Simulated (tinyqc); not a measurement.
Across the gap: metal-induced gap states at the contact of a metal chain and a two-band chain.

The semiconductor alternates sites A at -Eg/2 and C at +Eg/2 with hopping -t; the gap runs from -Eg/2 to Eg/2. In the gap cosh(q a) = 1 + (Eg^2/4 - E^2)/(2 t^2) and the amplitude changes by -exp(-q a) a period. The metal has site energy 0 and hopping -tm; its end site has g_m = (E - i sqrt(4 tm^2 - E^2))/(2 tm^2). Sites 1, 2, ... count into the semiconductor, with energies e1, e2 alternating. The clean half chain has g1 = 1/(E - e1 - t^2 g2), g2 = 1/(E - e2 - t^2 g1), decaying root. With the contact G11 = 1/(1/g1 - tc^2 g_m), and the density on site j is -Im G_jj/pi = |psi_j/psi_1|^2 (-Im G11/pi), per spin, with psi_2/psi_1 = -t g2, psi_3/psi_2 = -t g1.

Parameters, chosen for this exercise (gap and optical dielectric constant near those of Ge; the chain itself is a model; shifted at random, so the results belong to these values and not to a real crystal):
- Eg = 0.63 eV (gap)
- t = 2.06 eV (hopping in the semiconductor)
- tm = 2.29 eV (hopping in the metal)
- tc = 1.23 eV (hopping across the contact)
- end = A (site that touches the metal)
- a = 4 angstrom (period (two sites); one chain for each area a^2)

E = f Eg. Share on C: the part of the summed density that lies on C sites, whose orbitals make the conduction edge.

Gap states:
```
f      E (eV)  xi = 1/(2q) (angstrom)  D1 (1/eV)  D2 (1/eV)  sum (1/eV)  share on C
-0.48  -0.302                   46.72     0.3794     0.0074      4.7136       0.019
-0.40  -0.252                   21.81     0.2088     0.0212      1.3723       0.092
-0.30  -0.189                   16.36     0.1240     0.0274      0.6979       0.181
-0.15  -0.095                   13.72     0.0673     0.0313      0.3900       0.318
0.00    0.000                   13.09     0.0391     0.0335      0.2759       0.462
0.15    0.095                   13.72     0.0222     0.0356      0.2287       0.616
0.30    0.189                   16.36     0.0108     0.0384      0.2269       0.780
0.40    0.252                   21.81     0.0050     0.0412      0.2759       0.891
0.48    0.302                   46.72     0.0010     0.0456      0.5671       0.979
```

What does the comparison show, and why?

The decay length xi of the density is shortest at mid-gap, 13.09 angstrom, and grows to 46.7 near the edges. The summed density is least at f = 0.3 (0.2269) and largest at f = -0.48 (4.7136 1/eV). The share on C goes from 0.02 to 0.98 and passes one half near f = +0.037, a point that depends on which site ends the chain. The states turn from valence-like to conduction-like across the gap; the branch point, where the decay is fastest, lies at mid-gap in this symmetric chain and is the usual estimate of the neutrality level.

Program tinyqc; command `OMP_NUM_THREADS=1 python tinyqc.py 1482011 1482012 out.jsonl`; about 0.01 s on one thread of a shared Intel(R) Xeon(R) Processor @ 2.30GHz.
